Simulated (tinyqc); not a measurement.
From results back to parameters: Koster-Slater impurity in an sp3s* host.

Problem. In the Koster-Slater model a defect shifts the s level of its site by Vs and the p levels by Vp; an A1 level solves 1/Vs = G_s(E) and a T2 level 1/Vp = G_p(E), E from the top of the valence band. A defect has an A1 level at E = 0.5526 eV, one of the energies of the table, and a T2 level at 0.5526 eV.

G(E) of the host (1/eV):
```
E (eV)         G_s         G_p
0.0000  -0.0762615   0.0940867
0.1382  -0.0889622   0.0606078
0.2763  -0.1035207   0.0343003
0.4145  -0.1206095   0.0105019
0.5526  -0.1412647  -0.0130495
0.6908  -0.1672221  -0.0382871
0.8290  -0.2017481  -0.0678851
0.9671  -0.2522226  -0.1072858
1.1053  -0.3422130  -0.1734758
```

Find: Vs, Vp.

Solution. Read G_s and G_p at the two energies and invert them. Vs is attractive and pulls its level down from the conduction bands. Vp is attractive and pulls its level down from the conduction bands.

Vs, Vp (eV): -7.1  -76.6

Computed by tinyqc, a small Python program: `OMP_NUM_THREADS=1 python tinyqc.py 1480797 1480798 out.jsonl` (the numbers bound the seed that draws the inputs); one thread of a shared host (Intel(R) Xeon(R) Processor @ 2.30GHz), about 0.1 s for the whole set of steps.
